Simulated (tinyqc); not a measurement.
Inside a calculation: thin-body film or fin with hard walls, valleys of the Si type. Values are carried at full precision from step to step, so a last printed digit may differ when a step is redone from the rounded ones.

Six ellipsoidal valleys with their long axes along the cube axes, mass ml along the axis and mt across it. For a valley whose axis makes the angle theta with the surface normal, 1/m_z = cos^2(theta)/ml + sin^2(theta)/mt sets the confinement; in the plane the masses are m_1 = mt and m_2 = ml mt/m_z, and m_d = sqrt(m_1 m_2).

Constants: hbar^2/2m0 = 3.80998211 eV angstrom^2; kB = 8.617333262e-05 eV/K.

Inputs chosen for the exercise (near those of Si; the results hold for these values, not for the real material):
- ml = 0.901 m0 (longitudinal mass)
- mt = 0.193 m0 (transverse mass)
- face = 100 (face of the film or side wall of the fin)
- t = 38 angstrom (body thickness)
- T = 300 K (temperature)
- g_all = 6 (number of valleys)
- Ns = 7.4 x 1e12/cm^2 (sheet density in the on state)
- alpha = 0.54 1/eV (non-parabolicity)

## Valley masses for the (100) face

Group the valleys by their angle to the normal, heaviest m_z first.

Valleys (masses in m0):
```
valleys g  cos^2(theta)     m_z     m_1     m_2     m_d
2                1.0000  0.9010  0.1930  0.1930  0.1930
4                0.0000  0.1930  0.1930  0.9010  0.4170
```

## Subband edges

A film of thickness t between hard walls, flat band inside: E_n = c (n pi/t)^2/m_z above the bulk edge, c = hbar^2/2m0. Without degeneracy the sheet density is N2 exp((EF - Ec)/kB T) with N2 = sum_i g m_d/(2 pi c) kB T exp(-E_i/kB T) over n = 1 to 40 of each group; a classical film has t Nc with Nc = 2 g_all (m_dos kB T/(4 pi c))^(3/2), m_dos = (ml mt^2)^(1/3). The threshold shift is dVt = kB T ln(t Nc/N2).

The seven lowest levels of all groups together; primes mark the lighter m_z.

Subbands:
```
label  valleys g  E (eV)
1              2  0.0289
2              2  0.1156
1'             4  0.1349
3              2  0.2601
4              2  0.4624
2'             4  0.5397
5              2  0.7226
```

The second subband, 2, lies 86.7 meV above the first, 3.4 kB T at 300 K.

## Effective density of states and threshold shift

Sum the subbands; 1/angstrom^2 = 1e16/cm^2 and 1/angstrom^3 = 1e24/cm^3.

terms of N2 by group (1e12/cm^2): 1.411  0.09748

Nc = 2.758 x 1e19/cm^3
t Nc = 10.482 x 1e12/cm^2
dVt = 50.1 mV

Confinement leaves 14 % of the classical states; the heaviest group holds 94 % of the electrons, against 33 % in the bulk.

## Filling at a given sheet density

n_i = g m_d/(2 pi c) kB T ln(1 + exp((EF - E_i)/kB T)) over the levels listed; solve sum n_i = Ns (1e12/cm^2 = 1e-4/angstrom^2); the band bending of the charge itself is left out. c = hbar^2/2m0.

EF = 0.0592 eV

n_i in the order of the list (1e12/cm^2): 6.014  0.446  0.939  0.002  0.000  0.000  0.000

The fullest subband is 1, with 81 %.

## Non-parabolic correction

Each level E0 of the list is replaced by the root of E (1 + alpha E) = E0.

Levels (eV):
```
label  parabolic  corrected
1         0.0289     0.0285
2         0.1156     0.1092
1'        0.1349     0.1263
3         0.2601     0.2312
4         0.4624     0.3832
2'        0.5397     0.4367
5         0.7226     0.5558
```

The lowest level drops by 0.4 meV.

## Checks

- N2 of a 3000 angstrom film, summed over n to convergence, plus the half-term of the walls against t Nc, 1/angstrom^2: both 0.082749.

Computed by tinyqc, a small Python program: `OMP_NUM_THREADS=1 python tinyqc.py 1280666 1280667 out.jsonl` (the numbers bound the seed that draws the inputs); one thread of a shared host (Intel(R) Xeon(R) Processor @ 2.30GHz), about 0.01 s for the whole set of steps.
